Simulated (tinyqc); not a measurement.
A discretised effective-mass wire between two leads, recursive Green functions: two steps of the calculation.

Finite differences on a grid of step a give a chain with hopping -t, t = C/(m a^2), C = hbar^2/(2 m0), and site energies 2 t + U_i for the N = 9 sites of the device; the semi-infinite leads have site energy 2 t. Each slice is one site, and V = -t couples neighbouring slices.

Inputs (values chosen for the exercise): effective mass m = 0.041 m0; grid step a = 0.76 nm.

Constants: q = 1.602176634e-19 C, hbar = 1.054571817e-34 J s, m0 = 9.1093837015e-31 kg, hbar^2/(2 m0) = 0.0380998212 eV nm^2. Results are converted to the units shown.

Problem 1. Backward pass. Backward pass: G_NN = g_N, G_ii = g_i + g_i V^dagger G_(i+1,i+1) V g_i; local density of states -Im G_ii/pi on each site.

g_i, site 1 to 9 (1/eV): -0.4994819-0.3699508i  -0.4306182-0.2268325i  -0.3973832-0.0983994i  -0.3695096-0.0350886i  -0.3530866-0.0113344i  -0.3575173-0.0037503i  -0.3905749-0.0014808i  -0.4762509-0.0008694i  -0.0650154-1.0377953i

Give: G_ii; local density of states.

Solution 1.

```
site    G_ii (1/eV)  local density of states (1/eV)
1     -0.065-1.038i                          0.3303
2     -0.512-0.610i                          0.1943
3     -0.591-0.244i                          0.0777
4     -0.551-0.089i                          0.0282
5     -0.529-0.051i                          0.0163
6     -0.551-0.089i                          0.0282
7     -0.591-0.244i                          0.0777
8     -0.512-0.610i                          0.1943
9     -0.065-1.038i                          0.3303
```

A site of an infinite clean chain has 1/(pi sqrt(4 t^2 - x^2)) = 0.166 1/eV at this energy (x counted from the band centre); the device goes from 0.0163 (site 5) to 0.330 (site 1).

Problem 2. States fed from the left, and the bond current. The full first column follows backwards from c_N = G_(N,1): c_i = G_(i,1)(forward) + g_i V^dagger c_(i+1). The density of states fed by the left lead is Gamma |c_i|^2/(2 pi), and the current on bond i is 2 t Gamma Im(c_(i+1) conj(c_i)) in units of T(E).

```
site             g_i (1/eV)  G_(i,1) of the forward pass (1/eV)
1     -0.4994819-0.3699508i             -0.49948195-0.36995080i
2     -0.4306182-0.2268325i             -0.21102967-0.43857891i
3     -0.3973832-0.0983994i             -0.06548568-0.31380205i
4     -0.3695096-0.0350886i             -0.02121526-0.19024598i
5     -0.3530866-0.0113344i             -0.00858233-0.10845772i
6     -0.3575173-0.0037503i             -0.00428205-0.06243524i
7     -0.3905749-0.0014808i             -0.00254197-0.03924271i
8     -0.4762509-0.0008694i             -0.00189280-0.03007171i
9     -0.0650154-1.0377953i              0.05001103-0.00630577i
```

Gamma = 1.9151278 eV

Wanted: c_i; density fed from the left; bond current.

Solution 2.

```
site     c_i (1/eV)  density fed from the left (1/eV)
1     -0.065-1.038i                            0.3296
2     -0.048-0.795i                            0.1935
3     -0.028-0.500i                            0.0764
4     -0.013-0.288i                            0.0253
5     -0.002-0.164i                            0.0082
6      0.008-0.097i                            0.0029
7      0.020-0.061i                            0.0013
8      0.036-0.035i                            0.0008
9      0.050-0.006i                            0.0008
```

bond current, bond 1 to 8 (in units of 1e-3): 9.319  9.319  9.319  9.319  9.319  9.319  9.319  9.319

The bond current is the same on every bond and equals T(E): the current is conserved.

Computed by the program tinyqc: `OMP_NUM_THREADS=1 python tinyqc.py 2660039 2660040 out.jsonl`, one thread of a shared Intel Xeon 2.30GHz, about 0.02 s for the whole run.
